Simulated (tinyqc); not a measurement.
Full law against its linear and parabolic limits: Deal-Grove kinetics of thermal oxidation of silicon. Computed by tinyqc, a small Python program. Command: `OMP_NUM_THREADS=1 python tinyqc.py 3012941 3012942 out.jsonl oxide walk`. One thread of a shared host (Intel(R) Xeon(R) Processor @ 2.30GHz), about 0.02 s of CPU time with the checks.

Oxidant diffuses through the oxide and reacts at the interface, so that dx/dt = B/(A + 2x) for the oxide thickness x.

Inputs (values chosen for the exercise, close to those used for silicon):
```
quantity                       value    unit
prefactor B0                     876  um^2/h
activation energy E_B           1.21      eV
prefactor (B/A)0            5.49e+06    um/h
activation energy E_A           2.02      eV
temperature T                    950       C
oxidant pressure p                 5     atm
pressure exponent m of B/A      0.71       -
initial oxide x_i               0.05      um
time t                          0.62       h
```

Ambient: dry oxygen. Surface: (111).

Constants: k_B = 8.617333262e-05 eV/K.

Method:
- B = B0 p exp(-E_B/(k_B T)), B/A = (B/A)0 p^m exp(-E_A/(k_B T)), p in atm; A = B/(B/A).
- Temperatures in kelvin are T(C) + 273.15.
- tau = (x_i^2 + A x_i)/B and x = (A/2) [sqrt(1 + 4 B (t + tau)/A^2) - 1], the root of x^2 + A x = B (t + tau).
- Silicon consumed is 0.44 times the oxide grown; the rate is B/(A + 2x).
- Linear limit x = (B/A)(t + tau); parabolic limit x = sqrt(B (t + tau)).

tau = 0.666425 h

length A = 0.553475 um

parabolic constant B = 0.0452771 um^2/h

linear constant B/A = 0.0818051 um/h

Thickness (um):
```
t (h)     full  linear limit  parabolic limit    2x/A
0.05   0.05345        0.0586           0.1801  0.1931
0.1    0.05686        0.0627           0.1863  0.2055
0.25   0.06689        0.0750           0.2037  0.2417
0.5    0.08298        0.0954           0.2298  0.2998
1      0.11318        0.1363           0.2747  0.4090
2      0.16746        0.2181           0.3475  0.6051
4      0.25979        0.3817           0.4597  0.9388
8      0.40808        0.7090           0.6264  1.4746
16     0.63496        1.3634           0.8687  2.2944
32     0.97051        2.6723           1.2162  3.5070
```

What does the comparison show, and why?

Both limits lie above the full result, since each drops one resistance. The linear law overshoots by 9.7 % in the first row and 180 % in the last, the parabolic law by 240 % and 25 %. The better limit switches between 4 and 8 h; both give the same value where B (t + tau) = A^2, at 2x/A = sqrt5 - 1 = 1.24.

Extremes, crossings and ranges named in words are read from the listed rows.
